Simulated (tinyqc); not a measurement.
What each parameter does: Wannier functions of a composite (isolated) pair of valence bands (bonds of an sp chain).

Each atom has a hybrid pointing left (<) and right (>). H(k): diagonal +V3 on A, -V3 on B; <A<|A>> = -V1a, <B<|B>> = -V1b, <A>|B<> = -V2, <B>|A<> = -V2p exp(ik); k in 1/a, Bloch sums with exp(ikR). The two lowest bands are filled. Trial functions in cell 0: g1 = cos(c) A> + sin(c) B<, and g2 = sin(c) B> + cos(c) A< of cell 1, whose Bloch vector has cos(c) exp(-ik) on A<. Projection A_mn = <psi_m|g_n>, S = A^+ A, Loewdin U = A S^(-1/2), Bloch-like states w_n = sum_m psi_m U_mn, H_W(k) = U^+ diag(E) U. P = sum_m |psi_m><psi_m| is free of phase choices, and S = g^+ P g, w = P g S^(-1/2).

Parameters, chosen for this exercise:

| symbol | value | unit | meaning |
|---|---|---|---|
| V2 | 2.79 | eV | coupling in the bond A-B inside the cell |
| V2p | 2.96 | eV | coupling in the bond to the next cell |
| V1a | 0.78 | eV | coupling of the two hybrids on A |
| V1b | 1.08 | eV | the same on B |
| V3 | 1.88 | eV | A at +V3, B at -V3 |
| c | 35 | degrees | trial bonds cos(c) on A, sin(c) on B |
| xb | 0.4 | a | position of B (A at 0) |

N = 12: centres, total spread (point-like hybrids at R and R + xb) and H_12(0).

One parameter was then changed.

Results before and after:

| case | centre 1 (a) | centre 2 (a) | total spread (a^2) | H_12(0) (eV) |
|---|---|---|---|---|
| base | 0.3105 | 0.5429 | 0.0974 | -0.8292 |
| changed | 0.3002 | 0.5422 | 0.0990 | -0.8160 |

Which of these changes was made? (a) xb = 0.45 a; (b) V2p = 3.36 eV; (c) V2 = 3.19 eV; (d) V1b = 1.28 eV; (e) V3 = 2.28 eV; (f) V1a = 0.98 eV.

Answer: (c) V2 = 3.19 eV. Of the candidates, run in turn, only this one gives the changed row.

All candidates:

| case | centre 1 (a) | centre 2 (a) | total spread (a^2) | H_12(0) (eV) |
|---|---|---|---|---|
| base | 0.3105 | 0.5429 | 0.0974 | -0.8292 |
| V2 = 3.19 eV | 0.3002 | 0.5422 | 0.0990 | -0.8160 |
| V2p = 3.36 eV | 0.3109 | 0.5571 | 0.1013 | -0.8167 |
| V1a = 0.98 eV | 0.3094 | 0.5445 | 0.0988 | -0.8269 |
| V1b = 1.28 eV | 0.3108 | 0.5433 | 0.0990 | -0.9814 |
| V3 = 2.28 eV | 0.3253 | 0.5204 | 0.0854 | -0.8701 |
| xb = 0.45 a | 0.3489 | 0.5807 | 0.0944 | -0.8292 |

(tinyqc, `OMP_NUM_THREADS=1 python tinyqc.py 1450072 1450073 out.jsonl`, Intel(R) Xeon(R) Processor @ 2.30GHz, 1 thread, shared host, about 0.2 s.)
